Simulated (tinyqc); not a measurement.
Implanted layer, carriers, mobility and sheet resistance: one step of the calculation.

An n-type layer from the surface x = 0 to the junction xj, N(x) = N0 exp(-(x - Rp)^2/(2 sg^2)). Local neutrality (no depletion at surface or junction, no spilling of carriers), intrinsic carriers neglected, full ionisation of active dopants.

Task. Junction depth and local values. xj = Rp + sg sqrt(2 ln(N0/Nb)); 12 equal steps from 0 to xj. Active dopant A = min(N, Ns); n = A - Nb; mobility mu = m1 + (m2 (T/300 K)^(-bt) - m1)/(1 + ((A + Nb)/Nr)^am).

Parameters, values chosen for the exercise; values close to those of arsenic in silicon over a p-type background: temperature T = 300 K; background doping of the opposite type Nb = 3.1e15 cm^-3; peak chemical concentration N0 = 1.8e20 cm^-3; mobility limit at high doping m1 = 51.2 cm^2/(V s); mobility limit at low doping, at 300 K m2 = 1410 cm^2/(V s); reference doping of the mobility law Nr = 1e17 cm^-3; exponent of the mobility law am = 0.705; temperature exponent of m2 bt = 1.8; solubility limit of active dopant Ns = 1.99e20 cm^-3; straggle after annealing sg = 23 nm; projected range Rp = 21 nm.

Give: xj; x; N; A; n; mu.

Result.

xj = 128.73 nm

```
point  x (nm)  N (cm^-3)  A (cm^-3)  n (1e20 cm^-3)  mu (cm^2/(V s))
0        0.00  1.1864e20  1.1864e20          1.1864           60.380
1       10.73  1.6291e20  1.6291e20          1.6291           58.551
2       21.45  1.7996e20  1.7996e20          1.7996           58.056
3       32.18  1.5994e20  1.5994e20          1.5993           58.647
4       42.91  1.1435e20  1.1435e20          1.1434           60.621
5       53.64  6.5771e19  6.5771e19          0.6577           65.067
6       64.36  3.0434e19  3.0434e19          0.3043           74.898
7       75.09  1.1330e19  1.1330e19          0.1133           97.936
8       85.82  3.3931e18  3.3931e18          0.0339           155.69
9       96.55  8.1753e17  8.1753e17          0.0081           302.35
10     107.27  1.5846e17  1.5846e17          0.0016           616.79
11     118.00  2.4711e16  2.4711e16          0.0002           1017.9
12     128.73  3.1000e15  3.1000e15          0.0000           1242.3
```

The mobility runs from 58.1 to 1240 cm^2/(V s).

Computed by the program tinyqc: `OMP_NUM_THREADS=1 python tinyqc.py 2110138 2110139 out.jsonl`, one thread of a shared Intel Xeon 2.30GHz, about 0.01 s for the whole run.
